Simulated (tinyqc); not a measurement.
Biaxially strained (001) channel, valley splitting in an inversion layer: effect of the confining field.

A thin layer grown on a relaxed buffer is stretched in the plane. The two valleys with their long axis along the growth direction (D2) sink against the four in-plane ones (D4); confinement in a triangular well splits them too. Only the lowest subband of each set is kept; one relaxation time, so the weakening of intervalley scattering is left out.

e_par = b1 x, e_perp = -2 (c12/c11) e_par, splitting D = Xu (e_par - e_perp), in-plane stress (c11 + c12 - 2 c12^2/c11) e_par. Levels E(m) = 2.33811 (hbar^2 q^2 F^2/(2 m))^(1/3): E2 = E(ml), E4 = E(mt) + D; N2 = 2 mt kB T/(pi hbar^2), N4 = 4 sqrt(mt ml) kB T/(pi hbar^2). EF solves Ns = N2 ln(1 + exp((EF - E2)/Vt)) + N4 ln(1 + exp((EF - E4)/Vt)); f2 is the share in D2, and 1/mc = f2/mt + (1 - f2)(1/mt + 1/ml)/2. The gain is mc(x = 0)/mc.

Inputs (values chosen for the exercise); values close to those of silicon on relaxed silicon-germanium:
- T = 400 K (temperature)
- x = 0.08 (germanium share of the relaxed buffer)
- b1 = 0.0418 (lattice mismatch per unit x)
- c11 = 165 GPa (elastic constant)
- c12 = 64.9 GPa (elastic constant)
- Xu = 9.1 eV (shear deformation potential)
- ml = 0.903 m0 (longitudinal mass)
- mt = 0.186 m0 (transverse mass)
- Ns = 2.5e12 cm^-2 (inversion density)

Constants: q = 1.602176634e-19 C, kB = 1.380649e-23 J/K, hbar = 1.054571817e-34 J s, m0 = 9.1093837015e-31 kg, Vt = kB T/q, hbar^2/(2 m0) = 0.0380998212 eV nm^2. Results are converted to the units shown.

The same in every row: D (meV) = 54.369.

Effect of the confining field:

| F (MV/cm) | f2 without strain | f2 | mc (m0) | gain |
|---|---|---|---|---|
| 0.1 | 0.31819 | 0.67062 | 0.21398 | 1.1918 |
| 0.3 | 0.50119 | 0.81580 | 0.20068 | 1.1557 |
| 0.5 | 0.64633 | 0.89154 | 0.19437 | 1.1133 |
| 0.7 | 0.75564 | 0.93416 | 0.19099 | 1.0785 |
| 0.9 | 0.83377 | 0.95899 | 0.18908 | 1.0532 |
| 1.1 | 0.88765 | 0.97387 | 0.18795 | 1.0358 |
| 1.3 | 0.92405 | 0.98301 | 0.18726 | 1.0241 |
| 1.5 | 0.94843 | 0.98876 | 0.18683 | 1.0163 |

As F goes from 0.1 to 1.5 MV/cm, f2 rises from 0.671 to 0.989 (without strain: it rises from 0.318 to 0.948) and the gain falls from 1.19 to 1.02. Strong confinement already empties D4, so strain has less to move. At F = 0.1 MV/cm the second D2 subband, left out here, lies within 2 Vt of EF or below it.

Numbers from tinyqc (`OMP_NUM_THREADS=1 python tinyqc.py 2530109 2530110 out.jsonl`; about 0.01 s on one thread of a shared Intel Xeon 2.30GHz).
